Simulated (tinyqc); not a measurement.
Molecular dynamics of a small cluster by velocity Verlet steps: one step, computed by the program tinyqc.

E = sum_i {sum_j A exp(-p (r_ij/r0 - 1)) - xi sqrt(rho_i)}, rho_i = sum_j exp(-2 q (r_ij/r0 - 1)); the force on i is -sum_j w_ij (R_i - R_j)/r_ij with w_ij = -(2p/r0) A exp(-p (r_ij/r0 - 1)) + (xi q/r0) exp(-2 q (r_ij/r0 - 1)) (rho_i^(-1/2) + rho_j^(-1/2)).

Problem. State at the start. Velocity Verlet: a = c F/M with c = 9.648533212e-3 angstrom/fs^2 per eV/(angstrom u); R(new) = R + v dt + a dt^2/2; v(new) = v + (a + a(new)) dt/2. Kinetic energy K = M v^2/(2c); temperature T = 2K/((3N - 3) k_B), rotation of the cluster included.

Inputs (values chosen for the exercise, for model atoms):

| quantity | value | unit |
|---|---|---|
| length r0 | 3.02 | angstrom |
| repulsion A | 0.17 | eV |
| hopping xi | 2.16 | eV |
| decay p | 9.58 | - |
| decay q | 2.61 | - |
| atomic mass M | 175 | u |
| time step dt | 7.4 | fs |

Potential: Gupta. Thermostat: none.

starting positions (angstrom):
```
           x      y     z
atom 1  0.03  -0.03  0.08
atom 2  2.78   0.05     0
atom 3  1.43   2.41  0.03
```

starting velocities (angstrom/fs):
```
               x         y         z
atom 1   0.00218  -0.00031   0.00084
atom 2  -0.00086   0.00028  -0.00071
atom 3  -0.00132     3e-05  -0.00013
```

Constants: 1 eV/(angstrom u) = 9.648533212e-03 angstrom/fs^2; k_B = 8.617333262e-05 eV/K.

Give: forces; potential energy; kinetic energy; temperature.

Solution.

forces (eV/angstrom):
```
              x        y        z
atom 1   1.3080   0.8666  -0.0413
atom 2  -1.1795   0.5966   0.0319
atom 3  -0.1285  -1.4632   0.0094
```

potential energy = -9.1357 eV

kinetic energy = 0.078321 eV

temperature = 302.96 K
